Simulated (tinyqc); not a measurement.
# Transfer-length model of a contact: what changes with what

A metal contact of length d and width W on a thin layer of the same width. The metal has no resistance, the sheet resistance under it equals Rsh, and current enters the layer at the front edge x = 0.

Values chosen for this exercise:
```
symbol,value,unit,meaning
Rsh,1000,ohm/sq,sheet resistance of the semiconductor layer
rc,1.1e-8,ohm cm^2,specific contact resistivity
d,0.066,um,contact length
W,0.33,um,contact width
```

Each table varies one quantity; the others keep the values above.

## Effect of the sheet resistance

Transfer length Lt = sqrt(rc/Rsh); front resistance Rc = (Rsh Lt/W) coth(d/Lt); end resistance Re = (Rsh Lt/W)/sinh(d/Lt).

Result of one run:
```
Rsh (ohm/sq)   Lt (um)   d/Lt  Rc W (ohm um)  Re W (ohm um)
22000         0.007071  9.334          155.6        0.02750
```

What becomes of these results when the sheet resistance of the semiconductor layer Rsh is changed from 22000 to 44 ohm/sq, all else the same?

Result of the changed run:
```
Rsh (ohm/sq)  Lt (um)    d/Lt  Rc W (ohm um)  Re W (ohm um)
44             0.1581  0.4174          17.62          16.19
```

The whole series:
```
Rsh (ohm/sq)   Lt (um)    d/Lt  Rc W (ohm um)  Re W (ohm um)
44              0.1581  0.4174          17.62          16.19
95              0.1076  0.6134          18.71          15.67
210            0.07237  0.9119          21.05          14.56
450            0.04944   1.335          25.56          12.58
970            0.03368   1.960          33.99          9.390
2100           0.02289   2.884          48.36          5.393
4600           0.01546   4.268          71.16          1.993
10000          0.01049   6.293          104.9         0.3880
22000         0.007071   9.334          155.6        0.02750
```

Rc W rises from 17.6 to 156 ohm um while Re W falls from 16.2 to 0.0275 ohm um; for Rsh going to zero both tend to rc/d = 16.7 ohm um. A larger Rsh shortens Lt and crowds the current to the front edge. In 3 of the 9 rows Lt is below 20 nm, near the thickness of a real layer, where current spreads in depth and the line model fails.

## Effect of the contact length

Same model as above.

Effect of the contact length:
```
d (um)     d/Lt  Rc W (ohm um)  rc/d (ohm um)      Re/Rc
0.004   0.12060         276.33         275.00    0.99277
0.0065  0.19598         171.39         169.23    0.98110
0.011   0.33166         103.64         100.00    0.94741
0.017   0.51257         70.276         64.706    0.88163
0.028   0.84423         48.204         39.286    0.72567
0.045    1.3568         37.876         24.444    0.48295
0.072    2.1709         34.041         15.278    0.22522
0.12     3.6181         33.214         9.1667   0.053627
0.19     5.7287         33.167         5.7895  0.0065024
```

What does the table show?

Rc W falls from 276 to 33.2 ohm um, as d^(-0.98) between the first two rows. It levels off at sqrt(rc Rsh) = 33.2 ohm um and, among the rows, is within 5 % of that from d = 0.072 um on (Lt = 0.0332 um): metal beyond two transfer lengths lowers Rc by less than 4 %.

Computed by the program tinyqc: `OMP_NUM_THREADS=1 python tinyqc.py 2760087 2760088 out.jsonl`, one thread of a shared Intel Xeon 2.30GHz, about 0.01 s for the whole run.
